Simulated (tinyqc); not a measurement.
# Worked calculation: band bending at a free surface with a continuum of surface states, surface photovoltage and Kelvin probe

Program tinyqc, `OMP_NUM_THREADS=1 python tinyqc.py 2430071 2430072 out.jsonl`; Intel Xeon 2.30GHz, shared host, one thread, about 0.01 s. Printed values are rounded.

n-type bulk, xi = Ec - EF = Vt ln(Nc/Nd), p0 = ni^2/Nd, ni = sqrt(Nc Nv) exp(-Eg/(2 Vt)), Eg in volts. b is the upward band bending, u = b/Vt. Space charge per area, in units of q: Qc = sign(b) sqrt((2 eps0 eps_r Vt/q) [(Nd + dn)(exp(-u) - 1) + Nd u + (p0 + dn)(exp(u) - 1)]), with dn the excess density under light (flat quasi-Fermi levels; 0 in the dark). The states hold -Ds (E0 - xi - b): negative while the Fermi level lies above the neutrality level. Neutrality: Qc + Qf + (charge of the states) = 0.

Values chosen for this exercise; band and dielectric values those of a made-up semiconductor: temperature T = 300 K; band gap Eg = 1.47 eV; relative permittivity eps_r = 11.2; conduction-band density of states at T Nc = 4.69e17 cm^-3; valence-band density of states at T Nv = 8.85e18 cm^-3; electron affinity chi = 5.39 eV; donor density Nd = 2.7e16 cm^-3; fixed positive charge at the surface Qf = 0 cm^-2; work function of the probe tip pt = 4.59 eV; density of surface states Ds = 7.2e11 cm^-2 eV^-1; depth of their neutrality level below the conduction edge E0 = 0.63 eV; excess carrier density under light dn = 1.1e15 cm^-3.

Constants: q = 1.602176634e-19 C, kB = 1.380649e-23 J/K, Vt = kB T/q, eps0 = 8.8541878128e-14 F/cm where lengths are in cm. Results are converted to the units shown.

## Bulk quantities

xi, ni, p0, the Debye length sqrt(eps0 eps_r Vt/(q Nd)) and the flat-band work function chi + xi.

xi = 0.0738014 eV
ni = 9.15380e5 cm^-3
p0 = 3.10341e-5 cm^-3
Debye length = 24.3441 nm
chi + xi = 5.46380 eV

## Iteration 1: band bending in the dark

b at the start = 0.44 V

Newton step: b(new) = b - (Qc + Qf - Ds (E0 - xi - b))/(dQc/db + Ds), dQc/db = (eps0 eps_r/q) [Nd (1 - exp(-u)) + p0 exp(u)]/Qc.

b after iteration 1 = 0.193341 V

## Iteration 2: band bending in the dark

As before.

b after iteration 2 = 0.210625 V

## Course of the iteration

Stop when b changes by less than 1e-10 V, or after 40 iterations.

Course of the iteration:
```
iteration     b (V)  change (V)
1          0.193341       0.247
2          0.210625      0.0173
3          0.210839     2.14e-4
4          0.210839     2.97e-8
5          0.210839     < 1e-13
```

Converged in 5 iterations.

## Work function and Kelvin-probe reading

converged b = 0.210839 V

Work function chi + xi + b; contact potential difference CPD = (work function of the sample) - pt. Depth of EF below Ec at the surface: xi + b. Depletion width Qc/Nd.

xi + b = 0.284640 eV
Qc = 2.48659e11 cm^-2
Qc/Nd = 92.0959 nm
work function = 5.67464 eV
CPD = 1084.64 mV

The Fermi level lies 345 meV above the neutrality level.

## Surface photovoltage

Under chopped light the surface charge keeps its dark value, so b falls to bL with Qc(bL, dn) = Qc(b, 0); the photovoltage is b - bL. Qc rises with b, so bL follows by bisection.

bL = 0.116657 V
photovoltage = 94.1819 mV
share of b removed = 44.6701 %
excess holes at the surface, dn exp(bL/Vt) = 1.00264e17 cm^-3
